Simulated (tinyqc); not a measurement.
## Trap density from the barrier height

Problem. In a partly depleted grain with all boundary traps filled, 2 N W = Qt and VB = q N W^2/(2 eps0 eps_r). Find Qt, W and the doping at which VB would equal Vt.

Inputs (values chosen for the exercise):
- T = 300 K (temperature)
- eps_r = 11.7 (relative permittivity)

Constants: q = 1.602176634e-19 C, kB = 1.380649e-23 J/K, Vt = kB T/q, eps0 = 8.8541878128e-14 F/cm where lengths are in cm. Results are converted to the units shown.

doping = 2.9e18 cm^-3
barrier height = 0.11206127 V

Solution. Eliminating W gives VB = q Qt^2/(8 eps0 eps_r N), which falls as 1/N.

Qt = 4.100e12 cm^-2
W = 7.069 nm
doping for VB = Vt = 1.257e19 cm^-3

tinyqc, about 0.01 s, one thread, Intel Xeon 2.30GHz (shared host): `OMP_NUM_THREADS=1 python tinyqc.py 2830299 2830300 out.jsonl`
